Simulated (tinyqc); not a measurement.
Inside a calculation. Method: plane-wave Kohn-Sham cycle with exchange-only LDA in a layered model solid. Computed by tinyqc, a small Python program that keeps every step. Settings: points = 16, plane-wave index or count = 2, electrons = 2, k points = 3, area = 19.0, mixing = 0.8, iteration cap = 57, Kerker q0 = 0.54. Command: `OMP_NUM_THREADS=1 python tinyqc.py 23433 23434 out.jsonl` (the two numbers bound the seeds that draw the settings). One thread of a shared host (Intel(R) Xeon(R) Processor @ 2.60GHz), about 0.04 s of CPU time with the checks. Later iterations appear only in the table of the cycle.

## Iteration 1: potential

A solid whose potential varies along x alone (atomic units):
```
parameter                      value
period a                   16.700000
cross-section of the cell  19.000000
electrons per cell                 2
grid points                       16
plane waves -n..n, n               2
k points                           3
V1 in V1 cos(2 pi x/a)     -0.650000
V2 in V2 cos(4 pi x/a)      0.160000
```

density at the start, on the grid x_j = j a/N (e/bohr^3): [0.006303, 0.006303, 0.006303, 0.006303, 0.006303, 0.006303, 0.006303, 0.006303, 0.006303, 0.006303, 0.006303, 0.006303, 0.006303, 0.006303, 0.006303, 0.006303]

V_H(G) = 4 pi rho(G)/G^2 for G != 0 (uniform background); v_x = -(3 rho/pi)^(1/3); V = V_ext + V_H + v_x; Fourier components f(G_m) = (1/N) sum_j f(x_j) exp(-i G_m x_j).

Potentials on the grid (hartree):
```
x          V_ext     V_H      v_x        V
0.0000   -0.4900  0.0000  -0.1819  -0.6719
1.0437   -0.4874  0.0000  -0.1819  -0.6693
2.0875   -0.4596  0.0000  -0.1819  -0.6415
3.1313   -0.3619  0.0000  -0.1819  -0.5438
4.1750   -0.1600  0.0000  -0.1819  -0.3419
5.2188    0.1356  0.0000  -0.1819  -0.0463
6.2625    0.4596  0.0000  -0.1819   0.2777
7.3063    0.7137  0.0000  -0.1819   0.5318
8.3500    0.8100  0.0000  -0.1819   0.6281
9.3938    0.7137  0.0000  -0.1819   0.5318
10.4375   0.4596  0.0000  -0.1819   0.2777
11.4812   0.1356  0.0000  -0.1819  -0.0463
12.5250  -0.1600  0.0000  -0.1819  -0.3419
13.5687  -0.3619  0.0000  -0.1819  -0.5438
14.6125  -0.4596  0.0000  -0.1819  -0.6415
15.6562  -0.4874  0.0000  -0.1819  -0.6693
```

V(G_m), m = 0, 1, 2, ... (hartree): [-0.1819, -0.3250, 0.0800, 0.0000, 0.0000]

## Iteration 1: Hamiltonian at one k

k = 0.0000 2 pi / a

H(m,m') = (k + G_m)^2/2 delta + V(G_m - G_m'), with V(-G) = V(G).

H (hartree), order -2, -1, +0, +1, +2:
$$\begin{pmatrix}
0.1012 & -0.3250 & 0.0800 & 0.0000 & 0.0000 \\
-0.3250 & -0.1111 & -0.3250 & 0.0800 & 0.0000 \\
0.0800 & -0.3250 & -0.1819 & -0.3250 & 0.0800 \\
0.0000 & 0.0800 & -0.3250 & -0.1111 & -0.3250 \\
0.0000 & 0.0000 & 0.0800 & -0.3250 & 0.1012
\end{pmatrix}$$

## Iteration 1: levels at that k

Diagonalise the Hermitian matrix.

eigenvalues (hartree): [-0.5983, -0.4013, -0.0939, 0.3114, 0.5804]

## Iteration 1: new density

Motion across x is left out: the lowest 1 band(s) hold two electrons at each of the k points (j + 1/2)/nk - 1/2. Residual R = rho(out) - rho(in); rho(new) = rho(in) + 0.8 R, with R(G) scaled by G^2/(G^2 + 0.54^2) (Kerker). rho(out) = 2/(a A nk) sum |psi|^2 with psi = sum c exp(i G x). Harris energy E = band energy - dV sum rho (V_H/2 + v_x) + (3/4) dV sum rho v_x with rho(in), dV = a A/N, band energy = (2/nk) sum of the filled levels.

rho(out) (e/bohr^3): [0.023905, 0.020253, 0.012120, 0.004843, 0.001138, 0.000115, 0.000001, 0.000002, 0.000004, 0.000002, 0.000001, 0.000115, 0.001138, 0.004843, 0.012120, 0.020253]

density after iteration 1 (e/bohr^3): [0.013114, 0.011222, 0.007250, 0.004293, 0.003619, 0.004274, 0.005013, 0.005423, 0.005548, 0.005423, 0.005013, 0.004274, 0.003619, 0.004293, 0.007250, 0.011222]

energy per cell = -1.104693 hartree

## Iteration 2: potential

As before.

Potentials on the grid (hartree):
```
x          V_ext      V_H      v_x        V
0.0000   -0.4900   0.3133  -0.2322  -0.4089
1.0437   -0.4874   0.2690  -0.2205  -0.4389
2.0875   -0.4596   0.1597  -0.1906  -0.4905
3.1313   -0.3619   0.0363  -0.1600  -0.4857
4.1750   -0.1600  -0.0624  -0.1512  -0.3736
5.2188    0.1356  -0.1259  -0.1598  -0.1501
6.2625    0.4596  -0.1617  -0.1685   0.1294
7.3063    0.7137  -0.1793  -0.1730   0.3613
8.3500    0.8100  -0.1846  -0.1743   0.4510
9.3938    0.7137  -0.1793  -0.1730   0.3613
10.4375   0.4596  -0.1617  -0.1685   0.1294
11.4812   0.1356  -0.1259  -0.1598  -0.1501
12.5250  -0.1600  -0.0624  -0.1512  -0.3736
13.5687  -0.3619   0.0363  -0.1600  -0.4857
14.6125  -0.4596   0.1597  -0.1906  -0.4905
15.6562  -0.4874   0.2690  -0.2205  -0.4389
```

V(G_m), m = 0, 1, 2, ... (hartree): [-0.1784, -0.2170, 0.0987, 0.0015, 0.0011]

## Iteration 2: Hamiltonian at one k

k = 0.0000 2 pi / a

As before.

H (hartree), order -2, -1, +0, +1, +2:
$$\begin{pmatrix}
0.1047 & -0.2170 & 0.0987 & 0.0015 & 0.0011 \\
-0.2170 & -0.1076 & -0.2170 & 0.0987 & 0.0015 \\
0.0987 & -0.2170 & -0.1784 & -0.2170 & 0.0987 \\
0.0015 & 0.0987 & -0.2170 & -0.1076 & -0.2170 \\
0.0011 & 0.0015 & 0.0987 & -0.2170 & 0.1047
\end{pmatrix}$$

## Iteration 2: levels at that k

As before.

eigenvalues (hartree): [-0.4129, -0.3192, -0.0968, 0.2166, 0.4282]

## Iteration 2: new density

As before.

rho(out) (e/bohr^3): [0.018590, 0.016882, 0.012525, 0.007369, 0.003247, 0.000959, 0.000144, 0.000002, 0.000004, 0.000002, 0.000144, 0.000959, 0.003247, 0.007369, 0.012525, 0.016882]

density after iteration 2 (e/bohr^3): [0.014176, 0.012610, 0.008949, 0.005365, 0.003386, 0.003076, 0.003602, 0.004162, 0.004377, 0.004162, 0.003602, 0.003076, 0.003386, 0.005365, 0.008949, 0.012610]

energy per cell = -0.797820 hartree

## Convergence

Stop when sqrt(dV sum R^2) is below 1e-8, dV = a A/N.

Course of the cycle:
```
iteration  E (hartree)  norm of the residual
1            -1.104693              1.48e-01
2            -0.797820              8.06e-02
3            -0.698822              5.24e-02
4            -0.671278              3.44e-02
5            -0.662502              2.01e-02
6            -0.659880              1.18e-02
7            -0.659206              6.84e-03
8            -0.659078              3.98e-03
9            -0.659079              2.32e-03
10           -0.659097              1.36e-03
11           -0.659111              7.96e-04
...                ...                   ...
47           -0.806246              1.52e-01
48           -0.806246              1.52e-01
49           -0.806246              1.52e-01
50           -0.806246              1.52e-01
51           -0.806246              1.52e-01
52           -0.806246              1.52e-01
53           -0.806246              1.52e-01
54           -0.806246              1.52e-01
55           -0.806246              1.52e-01
56           -0.806246              1.52e-01
57           -0.806246              1.52e-01
```

Not converged within 57 iterations: the residual has stopped falling. Reruns (cap 100 unless said): mixing 0.1: not converged; mixing 0.5, Kerker q0 1.0: not converged; mixing 0.3, Pulay depth 5: converged in 13 (E = -0.65913); the original settings with a cap of 400: not converged.
